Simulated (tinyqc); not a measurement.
Donor in an ellipsoidal valley (Kohn-Luttinger variational method): one step, computed by the program tinyqc. Command: `OMP_NUM_THREADS=1 python tinyqc.py 3019501 3019502 out.jsonl kohnlutt walk`. One thread of a shared host (Intel(R) Xeon(R) Processor @ 2.30GHz), about 0.03 s of CPU time with the checks.

H = -(d^2/dx^2 + d^2/dy^2) - gamma d^2/dz^2 - 2/r in units built on m_t, with gamma = m_t/m_l and z along the valley axis. One valley; no valley-orbit or central-cell term.

Task: Energy at a trial ratio. Trial function exp(-sqrt((x^2 + y^2)/a^2 + z^2/b^2)) with beta = b/a < 1: E = t/a^2 - u/a, t = (2 + gamma/beta^2)/3, u = 2 arcsin(sqrt(1 - beta^2))/sqrt(1 - beta^2); the best a is 2 t/u and E(beta) = -u^2/(4 t).

Inputs (values chosen for the exercise, modelled on diamond): trial ratio b/a = 0.61.

gamma = 0.2267123

Give: t; u; best a; E(beta).

Result:

t = 0.86976

u = 2.3088

best a = 0.75344 a*

E(beta) = -1.5322 Ry*

Caution: a* is only a few bond lengths, so central-cell and valley-orbit terms are large.
